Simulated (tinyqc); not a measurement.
Parabolic quantum dot in a magnetic field (Fock-Darwin), step by step. Values are carried at full precision from step to step, so a last printed digit may differ when a step is redone from the rounded ones.

Two dimensions, V = m w0^2 r^2/2, one valley. hbar wc = 2 muB B/m, W = sqrt(w0^2 + wc^2/4), E(n, l, s) = (2n + |l| + 1) hbar W - l hbar wc/2 + s gs muB B, n = 0, 1, ..., l = 0, +/-1, ..., s = +/-1/2; length lam = sqrt(2c/(m hbar W)), c = hbar^2/2m0.

Constants: muB = 5.788381798e-05 eV/T; hbar^2/2m0 = 3.80998211 eV angstrom^2; e^2/(4 pi eps0) = 14.39964547 eV angstrom.

Parameters, chosen for this exercise (near those of a gate-defined dot in GaAs; the results hold for these values, not for the real material): m = 0.0693 m0 (mass); gs = -0.43 (g factor); w0 = 5.9 meV (confinement energy hbar w0); B = 5.29 T (magnetic field); Ec = 3.3 meV (charging energy e^2/C); eps = 12.9 (dielectric constant).

## Energy and length scales

Give hbar wc, hbar W, the two mode energies hbar W +/- hbar wc/2, the Zeeman energy |gs| muB B and lam.

hbar wc = 8.8371 meV
hbar W = 7.3711 meV

modes (meV): [11.7897, 2.9526]

Zeeman energy = 0.1317 meV
lam = 122.1 angstrom

The product of the modes is w0^2 = 34.81 meV^2 at any field. These two lines are all that far-infrared light sees, whatever the number of electrons (Kohn theorem).

## Orbital levels

The eight lowest (n, l) from E = (2n + |l| + 1) W - l wc/2.

Levels:
```
(n,l)   E (meV)
(0,0)     7.371
(0,1)    10.324
(0,2)    13.276
(0,3)    16.229
(0,-1)   19.161
(0,4)    19.181
(1,0)    22.113
(0,5)    22.134
```

## Addition spectrum

Constant interaction: mu(N) = E_N + (N - 1/2) Ec with the spin-resolved levels filled in order; the addition energy is mu(N + 1) - mu(N).

Filling:
```
N   state added  E_N (meV)  mu(N) (meV)  addition energy (meV)
1        (0,0)+      7.305        8.955                  3.432
2        (0,0)-      7.437       12.387                  6.121
3        (0,1)+     10.258       18.508                  3.432
4        (0,1)-     10.390       21.940                  6.121
5        (0,2)+     13.210       28.060                  3.432
6        (0,2)-     13.342       31.492                  6.121
7        (0,3)+     16.163       37.613                  3.432
8        (0,3)-     16.295       41.045                  6.100
9       (0,-1)+     19.095       47.145                  3.321
10       (0,4)+     19.116       50.466                  3.411
```

The largest addition energy falls at N = 2, 4 and 6; at zero field it peaks at the closed shells 2, 6 and 12. Exchange, which the model lacks, would favour parallel spins near level crossings. Ec is an independent input that includes screening by the gates.

## Singlet and triplet of two electrons

Two electrons, first order in the Coulomb energy: the singlet (0,0)^2 has 2W + J0 and the lowest triplet (0,0)(0,1) has 3W - wc/2 + J0/2 - Ez, with J0 = sqrt(pi/2) q/(eps lam), q = e^2/(4 pi eps0), Ez = |gs| muB B.

Give J0, the triplet less the singlet, and J0/W.

J0 = 11.455 meV
E(T) - E(S) = -2.906 meV
J0/W = 1.55

The triplet is lower at this order. J0 exceeds W, so first order overstates the interaction and the result is only a guide.

## The same without perturbation theory

Exact treatment: the centre of mass separates with energy W, and the relative motion obeys [-(2c/m) Laplacian + (2c/m) r^2/(2 lam^2)^2 + q/(eps r)] psi = e_l psi for angular number l, solved in 14 Gaussians r^l exp(-a r^2), a = 1.7^i/(4 lam^2), i = -3 to 10. E(S) = W + e_0, E(T) = W + e_1 - wc/2 - Ez.

Solve for e_0 and e_1.

e_0, e_1 (meV): [16.14, 20.13]

first-order values W + J0 and 2W + J0/2 (meV): [18.83, 20.47]

E(T) - E(S), exact = -0.56 meV

First order overshoots e_0 by 2.69 meV and e_1 by only 0.34 meV, since the singlet gains more by keeping the electrons apart; it therefore favours the triplet by 2.35 meV too much. Of these two the triplet is lower, as first order says.

## Checks

- e_0 at W = 2 Ry m/eps^2, where it is exactly 2W, as a ratio e_0/W: both 2.000.
- Level (0,1) from the radial equation by finite differences against the formula, meV: both 10.32.

(tinyqc, `OMP_NUM_THREADS=1 python tinyqc.py 1280840 1280841 out.jsonl`, Intel(R) Xeon(R) Processor @ 2.30GHz, 1 thread, shared host, about 0.07 s.)
